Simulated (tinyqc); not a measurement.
Stark shift: graded (staircase) quantum well by finite differences.

Finite differences on points z_i at the centres of cells of width h: H_ii = (c/h^2)(1/m_(i-1/2) + 1/m_(i+1/2)) + V_i, H_(i,i+1) = -(c/h^2)/m_(i+1/2), where m_(i+1/2) is the mean of the masses at the two points (the end values are repeated outwards), psi = 0 on the points beyond both ends, c = hbar^2/2m0. The field adds e F (z - z0) with z0 the middle of the structure; 1 kV/cm = 1e-5 eV/angstrom.

Constants: hbar^2/2m0 = 3.80998211 eV angstrom^2.

Values chosen for the exercise (out of a larger set: near those of an InGaAs well in InP; not measured data):
- layers = ((76, 0.26, 0.0818), (19, 0.116, 0.059), (19, 0.029, 0.0453), (19, 0, 0.0407), (19, 0.029, 0.0453), (19, 0.116, 0.059), (76, 0.26, 0.0818)) (each layer: thickness in angstrom, band edge in eV, mass in m0)
- hf = 1.1875 angstrom (cell width of the fine grid)
- Fs = (0, 10, 20, 30, 40, 50, 60) kV/cm (fields)

Fine grid. Perturbation theory: dE1 = e F z_11 - beta (e F)^2 with beta = sum_j z_1j^2/(E_j - E_1) over the 13 next levels at zero field, z from z0.

Levels against field:
```
F (kV/cm)  E1 (eV)  E2 (eV)  dE1 (meV)  second order (meV)  <z - z0> (angstrom)  E2 - E1 (meV)
0           0.0751   0.2269       0.00                0.00                  0.0          151.9
10.0        0.0750   0.2268      -0.03               -0.03                 -0.7          151.7
20.0        0.0749   0.2263      -0.14               -0.14                 -1.4          151.4
30.0        0.0748   0.2256      -0.31               -0.31                 -2.0          150.8
40.0        0.0745   0.2245      -0.55               -0.54                 -2.7          150.0
50.0        0.0742   0.2231      -0.85               -0.85                 -3.4          148.8
60.0        0.0738   0.2213      -1.23               -1.22                 -4.1          147.4
```

z_11 = 0.00 angstrom
beta = 3403 angstrom^2/eV

At zero field the state is centred, so the shift starts as F^2; it turns linear only if the state is pulled to one side. At 60 kV/cm E1 has moved by -1.23 meV, where second order gives -1.22 meV; they differ by 0.3 % there. The electron moves by -4.1 angstrom, against the rise of the potential. From 30 kV/cm on E2 lies above the lowest point of the outer barrier, so it is a resonance or a state of the finite grid, held or pushed up by its ends. E2 - E1 shrinks with the field; the ends are 151.9 and 147.4 meV.

tinyqc: `OMP_NUM_THREADS=1 python tinyqc.py 1282030 1282031 out.jsonl`; about 0.01 s, one thread, shared Intel(R) Xeon(R) Processor @ 2.30GHz.
